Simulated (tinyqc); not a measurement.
Pariser-Parr-Pople SCF with singles CI, for the molecule C=Cc1ccc2c(c1)C=C2 (SMILES; centres numbered as the heavy atoms are written), step by step. One step of it, computed by the program tinyqc.

Task: Iteration 2: orbitals and new P. Diagonalise F (the basis is taken as orthonormal) and form P = 2 sum c c over the lowest orbitals; 0.5 of the old P is kept.

F (eV):
```
            1C         2C         3C         4C         5C         6C         7C         8C
1C   -5.308039  -2.772249   0.039924   0.066353  -0.004776  -0.055537  -0.046230   0.037496
2C   -2.772249  -4.897246  -4.201599   0.053765   0.375897  -0.034574   0.324076   0.245569
3C    0.039924  -4.201599  -4.513983  -3.403176   0.103020   0.041276   0.023674  -3.451236
4C    0.066353   0.053765  -3.403176  -4.653026  -4.370022   0.013775  -0.138101   0.049237
5C   -0.004776   0.375897   0.103020  -4.370022  -4.966316  -3.764436   0.135969  -0.010824
6C   -0.055537  -0.034574   0.041276   0.013775  -3.764436  -5.587064  -2.654307   0.154689
7C   -0.046230   0.324076   0.023674  -0.138101   0.135969  -2.654307  -5.290681  -3.811423
8C    0.037496   0.245569  -3.451236   0.049237  -0.010824   0.154689  -3.811423  -4.412213
9C   -0.014907  -0.095356  -0.047493   0.063681   0.395312  -0.215407  -4.132894   0.185572
10C   0.029793  -0.299226  -0.026319   0.187351   0.037171  -3.872563  -0.212516   0.643945

            9C        10C
1C   -0.014907   0.029793
2C   -0.095356  -0.299226
3C   -0.047493  -0.026319
4C    0.063681   0.187351
5C    0.395312   0.037171
6C   -0.215407  -3.872563
7C   -4.132894  -0.212516
8C    0.185572   0.643945
9C   -6.206049  -3.538536
10C  -3.538536  -6.376243
```

pi electrons, sum of z_r less the charge = 10

P after iteration 1:
```
            1C         2C         3C         4C         5C         6C         7C         8C
1C    0.983158   0.143048  -0.020619  -0.037725   0.003644   0.048920   0.039449  -0.026028
2C    0.143048   0.876986   0.677675  -0.027768  -0.260945   0.026383  -0.224960  -0.126817
3C   -0.020619   0.677675   1.198695   0.379070  -0.053216  -0.023475  -0.012229   0.397049
4C   -0.037725  -0.027768   0.379070   1.073379   0.740937  -0.007116   0.078522  -0.025428
5C    0.003644  -0.260945  -0.053216   0.740937   0.960759   0.514229  -0.070220   0.006154
6C    0.048920   0.026383  -0.023475  -0.007116   0.514229   1.130101   0.098888  -0.079907
7C    0.039449  -0.224960  -0.012229   0.078522  -0.070220   0.098888   1.213078   0.531906
8C   -0.026028  -0.126817   0.397049  -0.025428   0.006154  -0.079907   0.531906   1.143986
9C    0.015619   0.084490   0.033768  -0.047469  -0.255062   0.097942   0.652088  -0.103065
10C  -0.031857   0.280594   0.019621  -0.133208  -0.020643   0.554687   0.096628  -0.415540

            9C        10C
1C    0.015619  -0.031857
2C    0.084490   0.280594
3C    0.033768   0.019621
4C   -0.047469  -0.133208
5C   -0.255062  -0.020643
6C    0.097942   0.554687
7C    0.652088   0.096628
8C   -0.103065  -0.415540
9C    0.708341   0.429714
10C   0.429714   0.711519
```

Give: orbital energies; P after iteration 2.

Result:

orbital energies (eV): [-13.8931, -11.4837, -10.1632, -8.5030, -5.7247, -4.9600, -2.1427, 0.0369, 1.1755, 3.4472]

P after iteration 2:
```
          1C       2C       3C       4C       5C       6C       7C       8C
1C    1.0308   0.4307  -0.0117  -0.2352  -0.0201   0.2272   0.0474   0.0035
2C    0.4307   0.9278   0.6446   0.0034  -0.2167  -0.0018  -0.2084  -0.0639
3C   -0.0117   0.6446   1.0901   0.4961  -0.0113  -0.1604  -0.0064   0.3763
4C   -0.2352   0.0034   0.4961   1.0051   0.6802   0.0087  -0.0619   0.0179
5C   -0.0201  -0.2167  -0.0113   0.6802   0.9626   0.5960  -0.0412  -0.0067
6C    0.2272  -0.0018  -0.1604   0.0087   0.5960   1.0811   0.2339  -0.0512
7C    0.0474  -0.2084  -0.0064  -0.0619  -0.0412   0.2339   1.1455   0.6579
8C    0.0035  -0.0639   0.3763   0.0179  -0.0067  -0.0512   0.6579   1.0072
9C   -0.1649   0.0469   0.1090  -0.0396  -0.3025   0.0379   0.5238  -0.0235
10C  -0.0305   0.2413   0.0099  -0.0471  -0.0037   0.4700   0.0100  -0.4493

          9C      10C
1C   -0.1649  -0.0305
2C    0.0469   0.2413
3C    0.1090   0.0099
4C   -0.0396  -0.0471
5C   -0.3025  -0.0037
6C    0.0379   0.4700
7C    0.5238   0.0100
8C   -0.0235  -0.4493
9C    0.8557   0.5901
10C   0.5901   0.8940
```
